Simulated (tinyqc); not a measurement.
The internal displacement: deformation potentials from a strained empirical pseudopotential.

Diamond lattice, no spin-orbit coupling. Atomic form factor V(q) = a1 (q^2 - a2)/(a3 exp(a4 q^2) - 1) in rydberg with q in 1/bohr, for the unstrained cell. Under a strain e the reciprocal vectors and k go over into (1 + e)^(-1) G, the atoms sit at +/- tau with tau = (1 + e) a (1,1,1)/8 - zeta a (eyz, ezx, exy)/4, and H(G,G') = c |k + G|^2 delta + (V(q)/det(1 + e)) cos(q.tau), q = G - G', with the term q = 0 left out; c = hbar^2/2m0. The basis is fixed before straining: all G with |k + G|^2 up to 16 (2 pi/a)^2. k is given in units of 2 pi/a of the unstrained cell.

Constants: hbar^2/2m0 = 3.80998211 eV angstrom^2; Ry = 13.60569312 eV; a0 (Bohr radius) = 0.5291772105 angstrom.

Values chosen for the exercise (out of a larger set: near those of Si; not measured data):

| symbol | value | unit | meaning |
|---|---|---|---|
| a | 5.43 | angstrom | lattice constant |
| A | (0.533, 2.166, 2.043, 0.482) |  | a1 (Ry bohr^2), a2 (1/bohr^2), a3, a4 (bohr^2) |
| h | 0.002 |  | size of the test strain |

Xu of L (level 5, the lowest empty one) and d from exy = eyz = ezx = h for several zeta: Xu = [E(L [111]) - E(L [1-1-1])]/((8/3) h), d = (single valence level - pair)/(3 sqrt(3) h). zeta = 0 strains the bonds with the lattice; zeta = 1 keeps all four bond lengths equal to first order.

Results:

| zeta | Xu (L) (eV) | d (eV) |
|---|---|---|
| 0.00 | 11.28 | 0.69 |
| 0.25 | 11.61 | -1.61 |
| 0.50 | 11.95 | -3.91 |
| 0.60 | 12.09 | -4.83 |
| 0.75 | 12.30 | -6.21 |
| 1.00 | 12.66 | -8.50 |

From zeta = 0 to 1, d goes from 0.69 to -8.50 eV and Xu (L) from 11.28 to 12.66 eV, both nearly linearly: the displacement is an optical-phonon mode, and d = d(0) - zeta d0/4 gives its deformation potential d0 = 37 eV. Leaving the relaxation out (zeta = 0 for 0.5) moves d by +4.60 eV, which reverses its sign, and Xu (L) by -0.67 eV. Tetragonal strain has no such freedom.

Run: tinyqc, `OMP_NUM_THREADS=1 python tinyqc.py 1851283 1851284 out.jsonl`; Intel(R) Xeon(R) Processor @ 2.30GHz, one thread, shared host; about 0.2 s of CPU time with all checks.
